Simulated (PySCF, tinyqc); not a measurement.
Ways to converge the cycle: SCF convergence aids in the 6-31g basis, for H4, spin multiplicity 1. Computed by the program tinyqc with PySCF. Command: `OMP_NUM_THREADS=1 python tinyqc.py 111961 111962 out.jsonl`; one thread of a shared host (Intel(R) Xeon(R) Processor @ 2.60GHz), about 0.6 s.

Geometry (angstrom):
```
atom       x       y       z
H     0.0000  0.0000  0.0000
H     0.0000  0.0000  1.5680
H     0.0000  1.2840  0.0000
H     0.0000  1.2840  1.5680
```

lowest restricted solution found by these runs and by PySCF = -2.004853 hartree

RHF with one setting changed at a time; a run stops when the energy changes by less than 1e-09 hartree and the error matrix is below 1e-5. The start is the core Hamiltonian. Damping d keeps d of the old density; a shift (hartree) raises the virtual levels; DIIS n extrapolates F over n matrices.

Largest element of the error matrix X^T (FDS - SDF) X:
```
iteration    plain  damping 0.3  damping 0.6  shift 0.4   DIIS 3   DIIS 8
1          1.5e-01      1.5e-01      1.5e-01    1.5e-01  1.5e-01  1.5e-01
2          2.3e-02      6.3e-02      1.0e-01    5.2e-02  2.3e-02  2.3e-02
3          3.5e-03      2.5e-02      6.8e-02    1.7e-02  1.8e-05  1.8e-05
4          5.2e-04      1.0e-02      4.5e-02    5.7e-03  2.0e-06  2.0e-06
5          7.7e-05      4.2e-03      2.9e-02    1.9e-03  3.2e-10  1.0e-06
6          1.1e-05      1.7e-03      1.9e-02    6.2e-04        -        -
8                -      2.7e-04      8.5e-03    6.9e-05        -        -
10               -      4.5e-05      3.7e-03    7.7e-06        -        -
14               -      1.2e-06      7.0e-04          -        -        -
20               -            -      5.7e-05          -        -        -
30               -            -      8.9e-07          -        -        -
```

How each run ends:
```
run          iterations  E (hartree)         state
plain                 7    -2.004853  lowest found
damping 0.3          18    -2.004853  lowest found
damping 0.6          37    -2.004853  lowest found
shift 0.4            11    -2.004853  lowest found
DIIS 3                5    -2.004853  lowest found
DIIS 8                5    -2.004853  lowest found
```

6 of 6 runs reach the lowest restricted solution found, in 5 to 37 iterations (fastest: DIIS 3, DIIS 8). Plain steps already contract here, so damping only slows them. DIIS 3 and DIIS 8 gain by cancelling the error over several earlier matrices, much as a quasi-Newton step does. The restricted reference is unstable here: a spin-polarised solution lies 0.0447 hartree lower (PySCF), so results built on it describe a poor reference.
